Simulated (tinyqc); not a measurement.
Froehlich polaron in a polar crystal: one step, computed by the program tinyqc.

One electron in a parabolic band of mass m*, coupled to dispersionless LO phonons in the continuum model. Energies are in units of hbar omega unless marked, wave numbers in k_0 = sqrt(2 m* omega/hbar).

Task: Second-order perturbation theory. At T = 0 and k < k_0: E(k) = (k/k_0)^2 - alpha arcsin(k/k_0)/(k/k_0); so E(0) = -alpha, 1/m_p = (1 - alpha/6)/m*, and the mean number of phonons in the cloud at k = 0 is alpha/2. The Lee-Low-Pines variational state gives the same E(0) and m_p = m* (1 + alpha/6).

Inputs (values chosen for the exercise, for a model crystal): LO phonon energy hbar omega = 21.4 meV; electron wave number k/k_0 = 0.58.

coupling constant alpha = 3.512551

Give: energy shift at k = 0; E(k); m*/m_p, second order; m_p/m*, Lee-Low-Pines; phonons in the cloud.

Result:

energy shift at k = 0 = -75.169 meV

E(k) = -3.4107 hbar omega

m*/m_p, second order = 0.41457

m_p/m*, Lee-Low-Pines = 1.5854

phonons in the cloud = 1.7563

Caution: second-order results are out of their range at this coupling; the perturbative mass diverges at alpha = 6.
